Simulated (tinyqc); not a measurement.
Haynes-Shockley experiment: drift, diffusion and decay of a minority-carrier pulse: one step, computed by the program tinyqc. Command: `OMP_NUM_THREADS=1 python tinyqc.py 3111970 3111971 out.jsonl haynes walk`. One thread of a shared host (Intel(R) Xeon(R) Processor @ 2.30GHz), about 0.01 s of CPU time with the checks.

A thin sheet of excess carriers is made at x = 0, t = 0 in a long uniform bar; injection is low, so the pulse moves with the minority mobility.

Task: Two distances. dn(x, t) = N0/sqrt(4 pi D t) exp(-(x - v t)^2/(4 D t) - t/tau). At fixed x the signal peaks where d ln(dn)/dt = 0: a t^2 + t/2 - x^2/(4 D) = 0 with a = v^2/(4 D) + 1/tau. Differences remove part of the bias: mu = (d2 - d)/(F (t_p2 - t_p)). The time-integrated signal is A(x) = (N0/u) exp(x (v - u)/(2 D)), u = sqrt(v^2 + 4 D/tau); the simple lifetime is tau = (t_p2 - t_p)/ln(A(d)/A(d2)).

Inputs (values chosen for the exercise, modelled on holes in n-type germanium in a lightly doped bar):
```
quantity                     value         unit
lifetime tau                   170  microsecond
temperature T                  300            K
field F                         35         V/cm
distance d to the collector   0.86           cm
second distance d2             1.7           cm
```

drift velocity v = 74550 cm/s

D = 55.06476 cm^2/s

time of the peak t_p = 11.52464 microsecond

Give: t_p2; mobility from two distances; area ratio A(d)/A(d2); lifetime from areas.

Result:

t_p2 = 22.8 microsecond

mobility from two distances = 2130 cm^2/(V s)

area ratio A(d)/A(d2) = 1.07

lifetime from areas = 170 microsecond
